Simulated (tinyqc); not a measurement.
MOSFET with velocity saturation and source resistance: two steps of the calculation.

Strong inversion, charge Q = Cox (Vg - m V) at channel potential V with Vg the gate overdrive, and drift velocity v = mu E/(1 + mu E/vsat). Integrating along the channel gives I = mu Cox (1/L)(Vg Vd - m Vd^2/2)/(1 + Vd/Vc) per width, Vc = vsat L/mu, which peaks at Vdsat. Units: I in uA/um, Rs in ohm um, so the drop over Rs is 1e-6 I Rs volts.

Parameters, values chosen for the exercise: gate capacitance Cox = 2.49 uF/cm^2; mobility at low gate voltage mu0 = 430 cm^2/(V s); mobility degradation th = 0.4 1/V; saturation velocity vsat = 6.3e6 cm/s; body factor m = 1.23; threshold VT = 0.63 V; channel length L = 0.13 um; source resistance Rs = 100 ohm um; gate voltage Vgs = 1 V.

Problem 1. Saturation without source resistance. Vg = Vgs - VT (0 if negative), mu = mu0/(1 + th Vg), Vc = vsat L/mu, x = sqrt(1 + 2 Vg/(m Vc)), Vdsat = 2 Vg/(m (1 + x)), Isat = Cox vsat Vg (x - 1)/(x + 1) per width. Long-channel limit: mu Cox Vg^2/(2 m L); short-channel limit: Cox vsat Vg.

Find: Vg; mu; Vc; Vdsat; Isat; long-channel limit; short-channel limit.

Solution 1.

Vg = 0.3700 V
mu = 374.6 cm^2/(V s)
Vc = 0.2187 V
Vdsat = 0.2049 V
Isat = 185.2 uA/um
long-channel limit = 399.3 uA/um
short-channel limit = 580.4 uA/um

Problem 2. Saturation current with source resistance. Vg = Vgs - I Rs - VT (0 if negative), mu = mu0/(1 + th Vg), Vc = vsat L/mu, x = sqrt(1 + 2 Vg/(m Vc)), Vdsat = 2 Vg/(m (1 + x)), Isat = Cox vsat Vg (x - 1)/(x + 1) per width. I(new) = Isat.

I after iteration 1 = 185.15648 uA/um

Wanted: Vg; mu; Vc; Vdsat; Isat; I after iteration 2.

Solution 2.

Vg = 0.35148 V
mu = 377.00 cm^2/(V s)
Vc = 0.21724 V
Vdsat = 0.19671 V
Isat = 171.83 uA/um
I after iteration 2 = 171.83 uA/um

Computed by the program tinyqc: `OMP_NUM_THREADS=1 python tinyqc.py 2500033 2500034 out.jsonl`, one thread of a shared Intel Xeon 2.30GHz, about 0.01 s for the whole run.
